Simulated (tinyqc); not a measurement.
UHF in the sto-3g basis, for H3, spin multiplicity 2, step by step. Computed by tinyqc, a small Python program that keeps every step (integrals from PySCF). Settings: charge = 0, multiplicity = 2, basis = sto-3g, energy threshold = 1e-08, iteration cap = 56, orthogonalisation = symmetric, start = core, DIIS depth = 8, DIIS from iteration = 2, method = UHF. Command: `OMP_NUM_THREADS=1 python tinyqc.py 21301 21302 out.jsonl` (the two numbers bound the seeds that draw the settings). One thread of a shared host (Intel(R) Xeon(R) Processor @ 2.60GHz), about 0.1 s of CPU time with the checks. Later iterations appear only in the table of the cycle.

## One-electron integrals

Geometry (angstrom):
```
atom         x         y          z
H     0.000000  0.000000   0.000000
H     0.000000  0.000000   1.168000
H     0.000000  1.250000  -0.268000
```

Basis sto-3g: exponents (1/bohr^2) and contraction coefficients of normalised primitives:
```
element  l (shell)  exponent  coefficient
H            s (1)  3.425251     0.154329
H            s (1)  0.623914     0.535328
H            s (1)  0.168855     0.444635
```

Overlap, kinetic and nuclear-attraction integrals over the contracted functions; the nuclear repulsion is the sum of Za Zb / Rab.

nuclear repulsion = 1.14495057 hartree

overlap S, order 1H 1s, 2H 1s, 3H 1s:
```
[[1.000000, 0.403357, 0.349031],
 [0.403357, 1.000000, 0.139312],
 [0.349031, 0.139312, 1.000000]]
```

kinetic energy T (hartree), order 1H 1s, 2H 1s, 3H 1s:
```
[[0.760032, 0.060231, 0.037395],
 [0.060231, 0.760032, -0.008638],
 [0.037395, -0.008638, 0.760032]]
```

nuclear attraction V (hartree), order 1H 1s, 2H 1s, 3H 1s:
```
[[-2.082222, -0.737736, -0.620297],
 [-0.737736, -1.950282, -0.232672],
 [-0.620297, -0.232672, -1.914117]]
```

core Hamiltonian H = T + V (hartree), order 1H 1s, 2H 1s, 3H 1s:
```
[[-1.322190, -0.677505, -0.582902],
 [-0.677505, -1.190250, -0.241310],
 [-0.582902, -0.241310, -1.154085]]
```

## Two-electron integrals

Functions are numbered as in S; the eight-fold symmetry (ij|kl) = (ji|kl) = (kl|ij) leaves the list below.

Two-electron integrals (ij|kl) in chemists' order, unique and non-zero (hartree):
```
(11|11) 0.774606   (21|11) 0.238644   (21|21) 0.099895   (22|11) 0.426825
(22|21) 0.238644   (22|22) 0.774606   (31|11) 0.199700   (31|21) 0.065004
(31|22) 0.123448   (31|31) 0.072799   (32|11) 0.067840   (32|21) 0.028131
(32|22) 0.066924   (32|31) 0.024498   (32|32) 0.010170   (33|11) 0.397015
(33|21) 0.137114   (33|22) 0.276615   (33|31) 0.199700   (33|32) 0.066924
(33|33) 0.774606
```

## Orthogonalisation

S = U s U^T; symmetric (Loewdin) form X = U s^(-1/2) U^T, so that X^T S X = 1.

eigenvalues of S: [0.530567, 0.862356, 1.607077]

X, order 1H 1s, 2H 1s, 3H 1s:
```
[[1.117971, -0.222073, -0.185535],
 [-0.222073, 1.069886, -0.018486],
 [-0.185535, -0.018486, 1.050695]]
```

## Starting guess

The start is the orbitals of the core Hamiltonian; D(s) = C_occ C_occ^T for each spin.

D(alpha) at the start, order 1H 1s, 2H 1s, 3H 1s:
```
[[0.438270, 0.225050, 0.202910],
 [0.225050, 0.635264, -0.473038],
 [0.202910, -0.473038, 0.735072]]
```

D(beta) at the start, order 1H 1s, 2H 1s, 3H 1s:
```
[[0.437850, 0.239591, 0.186325],
 [0.239591, 0.131104, 0.101957],
 [0.186325, 0.101957, 0.079290]]
```

## Iteration 1: building the Fock matrix

J_ij = sum D_kl (ij|kl) with D = D(alpha) + D(beta), K_ij = sum D_kl (ik|jl) for each spin; F = H + J - K(s); E = tr D H + tr D J / 2 - 0.5 sum_s tr D(s) K(s) + E_nn.

Coulomb J (hartree), order 1H 1s, 2H 1s, 3H 1s:
```
[[1.655946, 0.626186, 0.531095],
 [0.626186, 1.461048, 0.202889],
 [0.531095, 0.202889, 1.423840]]
```

exchange K(alpha) (hartree), order 1H 1s, 2H 1s, 3H 1s:
```
[[0.583415, 0.347991, 0.300965],
 [0.347991, 0.598850, 0.051443],
 [0.300965, 0.051443, 0.636511]]
```

exchange K(beta) (hartree), order 1H 1s, 2H 1s, 3H 1s:
```
[[0.560058, 0.304124, 0.242805],
 [0.304124, 0.284583, 0.138211],
 [0.242805, 0.138211, 0.194431]]
```

F(alpha) (hartree), order 1H 1s, 2H 1s, 3H 1s:
```
[[-0.249660, -0.399309, -0.352773],
 [-0.399309, -0.328053, -0.089864],
 [-0.352773, -0.089864, -0.366756]]
```

F(beta) (hartree), order 1H 1s, 2H 1s, 3H 1s:
```
[[-0.226302, -0.355443, -0.294612],
 [-0.355443, -0.013785, -0.176632],
 [-0.294612, -0.176632, 0.075324]]
```

total energy of this density = -1.43055701 hartree

## Iteration 1: diagonalisation and new density

Diagonalise F' = X^T F X, C = X C', fill 2 alpha and 1 beta electrons from the bottom; D(s) = C_occ C_occ^T. Each column has its largest component positive (the first on a tie).

F' = X^T F X (alpha) (hartree):
```
[[-0.003628, -0.348414, -0.292133],
 [-0.348414, -0.197541, 0.061003],
 [-0.292133, 0.061003, -0.275299]]
```

orbital energies (alpha) (hartree): [-0.550613, -0.301905, 0.376051]

coefficients C (alpha), order 1H 1s, 2H 1s, 3H 1s:
```
[[0.490350, -0.068962, 1.043264],
 [0.417531, -0.721804, -0.706386],
 [0.458178, 0.795163, -0.544532]]
```

F' = X^T F X (beta) (hartree):
```
[[0.003223, -0.354670, -0.290698],
 [-0.354670, 0.146555, -0.072303],
 [-0.290698, -0.072303, 0.194647]]
```

orbital energies (beta) (hartree): [-0.411827, 0.246095, 0.510157]

coefficients C (beta), order 1H 1s, 2H 1s, 3H 1s:
```
[[0.634707, 0.028780, 0.964322],
 [0.389355, -0.708443, -0.735409],
 [0.291889, 0.810860, -0.629312]]
```

D(alpha) after iteration 1, order 1H 1s, 2H 1s, 3H 1s:
```
[[0.245199, 0.254513, 0.169832],
 [0.254513, 0.695333, -0.382648],
 [0.169832, -0.382648, 0.842211]]
```

D(beta) after iteration 1, order 1H 1s, 2H 1s, 3H 1s:
```
[[0.402853, 0.247126, 0.185264],
 [0.247126, 0.151597, 0.113648],
 [0.185264, 0.113648, 0.085199]]
```

## Iteration 2: building the Fock matrix

As before.

Coulomb J (hartree), order 1H 1s, 2H 1s, 3H 1s:
```
[[1.576425, 0.615182, 0.522911],
 [0.615182, 1.480270, 0.202859],
 [0.522911, 0.202859, 1.453320]]
```

exchange K(alpha) (hartree), order 1H 1s, 2H 1s, 3H 1s:
```
[[0.460264, 0.343701, 0.288476],
 [0.343701, 0.651482, 0.075125],
 [0.288476, 0.075125, 0.706388]]
```

exchange K(beta) (hartree), order 1H 1s, 2H 1s, 3H 1s:
```
[[0.540118, 0.306407, 0.239964],
 [0.306407, 0.302122, 0.142027],
 [0.239964, 0.142027, 0.198179]]
```

F(alpha) (hartree), order 1H 1s, 2H 1s, 3H 1s:
```
[[-0.206030, -0.406024, -0.348467],
 [-0.406024, -0.361463, -0.113576],
 [-0.348467, -0.113576, -0.407152]]
```

F(beta) (hartree), order 1H 1s, 2H 1s, 3H 1s:
```
[[-0.285884, -0.368730, -0.299955],
 [-0.368730, -0.012102, -0.180477],
 [-0.299955, -0.180477, 0.101056]]
```

total energy of this density = -1.46743743 hartree

## Iteration 2: diagonalisation and new density

As before.

F' = X^T F X (alpha) (hartree):
```
[[0.047459, -0.355111, -0.282925],
 [-0.355111, -0.229482, 0.037898],
 [-0.282925, 0.037898, -0.319208]]
```

orbital energies (alpha) (hartree): [-0.567602, -0.318673, 0.385043]

coefficients C (alpha), order 1H 1s, 2H 1s, 3H 1s:
```
[[0.427617, -0.088110, 1.069102],
 [0.450620, -0.717171, -0.690595],
 [0.497615, 0.796996, -0.505867]]
```

F' = X^T F X (beta) (hartree):
```
[[-0.061780, -0.356100, -0.289198],
 [-0.356100, 0.151974, -0.075803],
 [-0.289198, -0.075803, 0.223145]]
```

orbital energies (beta) (hartree): [-0.444423, 0.268269, 0.489493]

coefficients C (beta), order 1H 1s, 2H 1s, 3H 1s:
```
[[0.673146, 0.070549, 0.935679],
 [0.365839, -0.732781, -0.723539],
 [0.258254, 0.788630, -0.670891]]
```

D(alpha) after iteration 2, order 1H 1s, 2H 1s, 3H 1s:
```
[[0.190619, 0.255883, 0.142565],
 [0.255883, 0.717392, -0.347348],
 [0.142565, -0.347348, 0.882824]]
```

D(beta) after iteration 2, order 1H 1s, 2H 1s, 3H 1s:
```
[[0.453125, 0.246263, 0.173842],
 [0.246263, 0.133838, 0.094479],
 [0.173842, 0.094479, 0.066695]]
```

## Iteration 3: building the Fock matrix

As before.

Coulomb J (hartree), order 1H 1s, 2H 1s, 3H 1s:
```
[[1.570681, 0.614191, 0.522221],
 [0.614191, 1.480728, 0.202795],
 [0.522221, 0.202795, 1.456772]]
```

exchange K(alpha) (hartree), order 1H 1s, 2H 1s, 3H 1s:
```
[[0.417500, 0.339385, 0.279384],
 [0.339385, 0.667375, 0.081696],
 [0.279384, 0.081696, 0.727999]]
```

exchange K(beta) (hartree), order 1H 1s, 2H 1s, 3H 1s:
```
[[0.568473, 0.308836, 0.237230],
 [0.308836, 0.289580, 0.135394],
 [0.237230, 0.135394, 0.180155]]
```

F(alpha) (hartree), order 1H 1s, 2H 1s, 3H 1s:
```
[[-0.169010, -0.402699, -0.340066],
 [-0.402699, -0.376898, -0.120211],
 [-0.340066, -0.120211, -0.425313]]
```

F(beta) (hartree), order 1H 1s, 2H 1s, 3H 1s:
```
[[-0.319983, -0.372150, -0.297912],
 [-0.372150, 0.000898, -0.173908],
 [-0.297912, -0.173908, 0.122532]]
```

total energy of this density = -1.47577495 hartree

## Iteration 3: DIIS over 2 matrices

error matrix X^T (FDS - SDF) X (alpha):
```
[[0.000000, 0.022828, 0.024032],
 [-0.022828, 0.000000, -0.004617],
 [-0.024032, 0.004617, 0.000000]]
```

B (overlaps of the stored error matrices):
```
[[9.3802365e-03, 6.2036765e-03],
 [6.2036765e-03, 4.2275058e-03]]
```

Minimise |sum c_i e_i|^2 with sum c_i = 1: solve [B -1; -1 0][c; lambda] = [0; -1] with B_ij = tr e_i^T e_j summed over both spins, and take F = sum c_i F_i.

DIIS coefficients: [-1.646275, 2.646275]

extrapolated F(alpha) (hartree), order 1H 1s, 2H 1s, 3H 1s:
```
[[-0.108064, -0.397226, -0.326235],
 [-0.397226, -0.402307, -0.131133],
 [-0.326235, -0.131133, -0.455209]]
```

extrapolated F(beta) (hartree), order 1H 1s, 2H 1s, 3H 1s:
```
[[-0.376119, -0.377779, -0.294548],
 [-0.377779, 0.022300, -0.163093],
 [-0.294548, -0.163093, 0.157887]]
```

## Iteration 3: diagonalisation and new density

As before.

F' = X^T F X (alpha) (hartree):
```
[[0.151196, -0.355066, -0.262948],
 [-0.355066, -0.274724, 0.017112],
 [-0.262948, 0.017112, -0.376828]]
```

orbital energies (alpha) (hartree): [-0.572986, -0.351240, 0.423868]

coefficients C (alpha), order 1H 1s, 2H 1s, 3H 1s:
```
[[0.327840, -0.107023, 1.102118],
 [0.488706, -0.726764, -0.653678],
 [0.564316, 0.784221, -0.453068]]
```

F' = X^T F X (beta) (hartree):
```
[[-0.167225, -0.356214, -0.279063],
 [-0.356214, 0.190579, -0.061242],
 [-0.279063, -0.061242, 0.279944]]
```

orbital energies (beta) (hartree): [-0.483457, 0.302652, 0.484103]

coefficients C (beta), order 1H 1s, 2H 1s, 3H 1s:
```
[[0.750722, -0.121375, 0.869070],
 [0.307879, 0.768134, -0.713789],
 [0.193224, -0.753580, -0.730416]]
```

D(alpha) after iteration 3, order 1H 1s, 2H 1s, 3H 1s:
```
[[0.118933, 0.237997, 0.101076],
 [0.237997, 0.767019, -0.294159],
 [0.101076, -0.294159, 0.933455]]
```

D(beta) after iteration 3, order 1H 1s, 2H 1s, 3H 1s:
```
[[0.563584, 0.231132, 0.145057],
 [0.231132, 0.094789, 0.059489],
 [0.145057, 0.059489, 0.037335]]
```

## Iteration 9 (converged): orbitals

converged F(alpha) (hartree), order 1H 1s, 2H 1s, 3H 1s:
```
[[-0.088320, -0.386149, -0.325344],
 [-0.386149, -0.418302, -0.128871],
 [-0.325344, -0.128871, -0.446645]]
```

converged F(beta) (hartree), order 1H 1s, 2H 1s, 3H 1s:
```
[[-0.385610, -0.364912, -0.296950],
 [-0.364912, 0.053086, -0.157584],
 [-0.296950, -0.157584, 0.149475]]
```

As before.

F' = X^T F X (alpha) (hartree):
```
[[0.169696, -0.342765, -0.267994],
 [-0.342765, -0.297402, 0.018261],
 [-0.267994, 0.018261, -0.367058]]
```

orbital energies (alpha) (hartree): [-0.567159, -0.355575, 0.427969]

coefficients C (alpha), order 1H 1s, 2H 1s, 3H 1s:
```
[[0.315938, -0.069063, 1.108608],
 [0.517611, -0.729290, -0.628115],
 [0.548099, 0.787925, -0.466357]]
```

F' = X^T F X (beta) (hartree):
```
[[-0.182798, -0.346297, -0.279235],
 [-0.346297, 0.218996, -0.057832],
 [-0.279235, -0.057832, 0.271152]]
```

orbital energies (beta) (hartree): [-0.480943, 0.306497, 0.481796]

coefficients C (beta), order 1H 1s, 2H 1s, 3H 1s:
```
[[0.767616, 0.056317, 0.860925],
 [0.279146, -0.732642, -0.761333],
 [0.197288, 0.789616, -0.690152]]
```

D(alpha) after iteration 9, order 1H 1s, 2H 1s, 3H 1s:
```
[[0.104586, 0.213900, 0.118748],
 [0.213900, 0.799785, -0.290924],
 [0.118748, -0.290924, 0.921237]]
```

D(beta) after iteration 9, order 1H 1s, 2H 1s, 3H 1s:
```
[[0.589235, 0.214277, 0.151442],
 [0.214277, 0.077922, 0.055072],
 [0.151442, 0.055072, 0.038923]]
```

## Convergence

Stop when the energy changes by less than 1e-08 hartree and every element of the error matrix X^T (F D S - S D F) X (for each spin) is below 3e-05.

Course of the cycle:
```
iteration  E (hartree)     change  largest element of the error matrix
1          -1.43055701          -                             1.15e-01
2          -1.46743743  -3.69e-02                             4.29e-02
3          -1.47577495  -8.34e-03                             2.40e-02
4          -1.48223660  -6.46e-03                             6.50e-03
5          -1.48249860  -2.62e-04                             3.80e-03
6          -1.48263908  -1.40e-04                             7.40e-04
7          -1.48264068  -1.60e-06                             2.06e-04
8          -1.48264101  -3.36e-07                             2.52e-05
9          -1.48264102  -2.53e-09                             1.26e-06
```

PySCF UHF in the same basis, after a stability check = -1.48264102 hartree

Converged in 9 iterations.

## Populations, bond orders and dipole

Mulliken: Z minus the diagonal of D S on the atom; Loewdin: the same with S^(1/2) D S^(1/2); Mayer order: 2 sum_s sum (D(s) S)_ij (D(s) S)_ji over the two atoms.

Charges (e):
```
atom   Mulliken    Loewdin  Mulliken spin
1H     0.039166   0.049194      -0.496211
2H    -0.017559  -0.021700       0.673509
3H    -0.021607  -0.027494       0.822702
```

Mayer bond orders:
```
pair     order
2-1   0.487811
3-1   0.264429
3-2   0.058266
```

dipole moment about the origin, x y z (debye): [0.000000, -0.129731, -0.070693]

<S^2> of the determinant (pure state: 0.75) = 0.934883
